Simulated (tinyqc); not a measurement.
## Series resistance and length offset from two lengths at two overdrives

Problem. In strong inversion R W = Rsd + k(x)(L - dL), k(x) = (1 + th1 x)/(mu0 Cox x), x the overdrive, Cox = eps0 eox/tox, with Rsd and dL independent of x. Find dL, Rsd, mu0 and th1.

Values chosen for this exercise: relative permittivity of the gate insulator (close to zirconium oxide) eox = 24.6; insulator thickness tox = 6.9 nm.

Constants: eps0 = 8.8541878128e-14 F/cm where lengths are in cm. Results are converted to the units shown.

total resistance times width (ohm um):

|  | L = 0.093 um | L = 0.86 um |
|---|---|---|
| overdrive 0.58 V | 291.754684 | 2048.23258 |
| overdrive 1.22 V | 215.007820 | 1186.62113 |

Answer. At each overdrive R W is a straight line in L; the two lines cross at L = dL, R W = Rsd. Their slopes give k x = (1 + th1 x)/(mu0 Cox), a straight line in x.

dL = 0.01800 um
Rsd = 120.0 ohm um
mu0 = 280.0 cm^2/(V s)
th1 = 0.3000 1/V

Program tinyqc, `OMP_NUM_THREADS=1 python tinyqc.py 2210170 2210171 out.jsonl`; Intel Xeon 2.30GHz, shared host, one thread, about 0.02 s.
